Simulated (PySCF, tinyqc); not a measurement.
FCI on RHF in the sto-3g basis, frozen core, for BeH+, spin multiplicity 1, step by step. The lowest restricted solution is unstable here: a spin-polarised one lies 0.0220 hartree lower (PySCF). One step of it, computed by the program tinyqc.

Problem. Iteration 1: building the Fock matrix. J_ij = sum D_kl (ij|kl), K_ij = sum D_kl (ik|jl); F = H + J - 0.5 K; E = tr D H + tr D J / 2 - 0.25 tr D K + E_nn.

D at the start, lower triangle:
```
            1Be 1s     1Be 2s   1Be 2px   1Be 2py    1Be 2pz     2H 1s
1Be 1s    2.109163
1Be 2s   -0.409314   1.526818
1Be 2px   0.000000   0.000000  0.000000
1Be 2py   0.000000   0.000000  0.000000  0.000000
1Be 2pz  -0.234125   0.967520  0.000000  0.000000   0.613420
2H 1s     0.018040  -0.045480  0.000000  0.000000  -0.028746  0.001372
```

core Hamiltonian H = T + V (hartree), lower triangle:
```
            1Be 1s     1Be 2s    1Be 2px    1Be 2py    1Be 2pz      2H 1s
1Be 1s   -8.131178
1Be 2s   -2.000786  -2.363944
1Be 2px   0.000000   0.000000  -1.877504
1Be 2py   0.000000   0.000000   0.000000  -1.877504
1Be 2pz  -0.008048  -0.083259   0.000000   0.000000  -1.932176
2H 1s    -0.124565  -0.498067   0.000000   0.000000  -0.616638  -1.522435
```

Two-electron integrals (ij|kl) in chemists' order, unique and non-zero (hartree):
```
(11|11) 2.298831   (21|11) 0.392036   (21|21) 0.079539   (22|11) 0.570988
(22|21) 0.143041   (22|22) 0.417683   (31|31) 0.014607   (32|31) 0.021888
(32|32) 0.092265   (33|11) 0.569578   (33|21) 0.143083   (33|22) 0.417589
(33|33) 0.449859   (41|41) 0.014607   (42|41) 0.021888   (42|42) 0.092265
(43|43) 0.024249   (44|11) 0.569578   (44|21) 0.143083   (44|22) 0.417589
(44|33) 0.401360   (44|44) 0.449859   (51|51) 0.014607   (52|51) 0.021888
(52|52) 0.092265   (53|53) 0.024249   (54|54) 0.024249   (55|11) 0.569578
(55|21) 0.143083   (55|22) 0.417589   (55|33) 0.401360   (55|44) 0.401360
(55|55) 0.449859   (61|11) 0.023530   (61|21) 0.004778   (61|22) 0.008694
(61|33) 0.008638   (61|44) 0.008638   (61|51) 0.000453   (61|52) 0.000851
(61|55) 0.008812   (61|61) 0.000303   (62|11) 0.088400   (62|21) 0.022637
(62|22) 0.076532   (62|33) 0.073329   (62|44) 0.073329   (62|51) 0.002863
(62|52) 0.020525   (62|55) 0.082855   (62|61) 0.001514   (62|62) 0.025784
(63|31) 0.001600   (63|32) 0.008454   (63|53) 0.003158   (63|63) 0.001742
(64|41) 0.001600   (64|42) 0.008454   (64|54) 0.003158   (64|64) 0.001742
(65|11) 0.108463   (65|21) 0.028002   (65|22) 0.098268   (65|33) 0.092760
(65|44) 0.092760   (65|51) 0.004448   (65|52) 0.031263   (65|55) 0.109172
(65|61) 0.001919   (65|62) 0.036674   (65|65) 0.052855   (66|11) 0.263934
(66|21) 0.068471   (66|22) 0.258705   (66|33) 0.242868   (66|44) 0.242868
(66|51) 0.007984   (66|52) 0.078303   (66|55) 0.289954   (66|61) 0.004577
(66|62) 0.121535   (66|65) 0.180066   (66|66) 0.774606
```

nuclear repulsion = 1.05624194 hartree

Give: Coulomb J; exchange K; Fock matrix F; total energy of this density.

Solution.

Coulomb J (hartree), lower triangle:
```
         1Be 1s  1Be 2s  1Be 2px  1Be 2py  1Be 2pz   2H 1s
1Be 1s   5.7358
1Be 2s   1.0645  1.9692
1Be 2px  0.0000  0.0000   1.9566
1Be 2py  0.0000  0.0000   0.0000   1.9566
1Be 2pz  0.0350  0.1648   0.0000   0.0000   1.9846
2H 1s    0.0656  0.3697   0.0000   0.0000   0.4752  1.2011
```

exchange K (hartree), lower triangle:
```
         1Be 1s  1Be 2s  1Be 2px  1Be 2py  1Be 2pz   2H 1s
1Be 1s   4.6585
1Be 2s   0.7926  0.7377
1Be 2px  0.0000  0.0000   0.1677
1Be 2py  0.0000  0.0000   0.0000   0.1677
1Be 2pz  0.0231  0.4466   0.0000   0.0000   0.4208
2H 1s    0.0544  0.2266   0.0000   0.0000   0.1904  0.1211
```

Fock matrix F (hartree), lower triangle:
```
          1Be 1s   1Be 2s  1Be 2px  1Be 2py  1Be 2pz    2H 1s
1Be 1s   -4.7246
1Be 2s   -1.3326  -0.7636
1Be 2px   0.0000   0.0000  -0.0047
1Be 2py   0.0000   0.0000   0.0000  -0.0047
1Be 2pz   0.0154  -0.1418   0.0000   0.0000  -0.1579
2H 1s    -0.0862  -0.2417   0.0000   0.0000  -0.2366  -0.3819
```

total energy of this density = -14.331952 hartree
